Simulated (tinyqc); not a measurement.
# Changing the wavelength

Model: surface photovoltage measurement of the minority-carrier diffusion length in a wafer. Computed by tinyqc, a small Python program. Command: `OMP_NUM_THREADS=1 python tinyqc.py 3130417 3130418 out.jsonl spv sweep`. One thread of a shared host (Intel(R) Xeon(R) Processor @ 2.30GHz), about 0.01 s of CPU time with the checks.

Low injection, steady light, a depletion layer much thinner than 1/alpha and L. The excess density dn is taken at the front edge of the neutral region; light that reaches the back is lost.

Inputs (values chosen for the exercise, modelled on p-type silicon at room temperature):
```
quantity                                             value        unit
diffusion length L                                      68  micrometre
wafer thickness W                                      625  micrometre
diffusivity D                                         30.5      cm^2/s
front recombination velocity S_f                      1700        cm/s
back recombination velocity S_b                       4800        cm/s
photon flux entering                               2.3e+12  1/(cm^2 s)
minority density at the surface barrier scale n_0  1.3e+10      1/cm^3
temperature T                                          298           K
```

Constants: k_B = 8.617333262e-05 eV/K.

Method:
- alpha = (84.732/lambda - 76.417)^2 per cm with lambda in micrometre (an empirical fit for silicon between 0.7 and 1.05 micrometre).
- Thick wafer: dn = Phi L/((S_f + D/L)(L + 1/alpha)). Finite wafer, with s = S_b L/D, w = W/L, a = alpha L: dn = [Phi a/(a^2 - 1)] [a - B - exp(-alpha W)(a - s)/(cosh w + s sinh w)]/(S_f + B D/L), B = (sinh w + s cosh w)/(cosh w + s sinh w).
- Photovoltage V = (k_B T/e) ln(1 + dn/n_0). Lifetime = L^2/D.

One run for each value:
```
wavelength (nm)  dn, finite wafer (1/cm^3)  penetration depth 1/alpha (micrometre)  dn, thick wafer (1/cm^3)
780                             3.2569e+08                                    9.64                3.2569e+08
811                             3.1333e+08                                   12.70                3.1333e+08
842                             2.9729e+08                                   17.05                2.9729e+08
874                             2.7567e+08                                   23.73                2.7567e+08
905                             2.4847e+08                                   33.76                2.4847e+08
936                             2.1386e+08                                   50.24                2.1386e+08
968                             1.6979e+08                                   80.93                1.6979e+08
999                             1.2056e+08                                  141.73                1.2056e+08
1030                            7.0140e+07                                  292.50                7.0141e+07
```

Over the rows, dn, finite wafer (1/cm^3) falls from 3.26e8 to 7.01e7 (exponent d ln y / d ln x -0.99 between the first rows and -18 between the last); penetration depth 1/alpha (micrometre) rises from 9.64 to 292 (exponent d ln y / d ln x 7.1 between the first rows and 24 between the last); dn, thick wafer (1/cm^3) falls from 3.26e8 to 7.01e7 (exponent d ln y / d ln x -0.99 between the first rows and -18 between the last).
